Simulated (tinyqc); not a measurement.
Model parameters from four stresses.

Question. The threshold shift of a transistor under bias-temperature stress follows dV = A (V/V0)^g exp[-(Ea q/kB)(1/T - 1/T0)] (t/1 s)^n. Find n, A, g and Ea.

Parameters, values chosen for the exercise:
```
symbol  value  unit                   meaning
V0        1.7     V  reference stress voltage
T0        398     K     reference temperature
```

Constants: q = 1.602176634e-19 C, kB = 1.380649e-23 J/K. Results are converted to the units shown.

dV at (V0, T0, 10 s), (V0, T0, 1000 s), (1.4 V, T0, 1000 s) and (V0, 423 K, 1000 s) (mV): 19.228409  42.067175  15.934518  52.630083

Solution. Each pair differs in one condition, and the logarithm of its ratio gives one exponent.

n = 0.1700
A = 13.00 mV
g = 5.000
Ea = 0.1300 eV

tinyqc, about 0.01 s, one thread, Intel Xeon 2.30GHz (shared host): `OMP_NUM_THREADS=1 python tinyqc.py 2070136 2070137 out.jsonl`
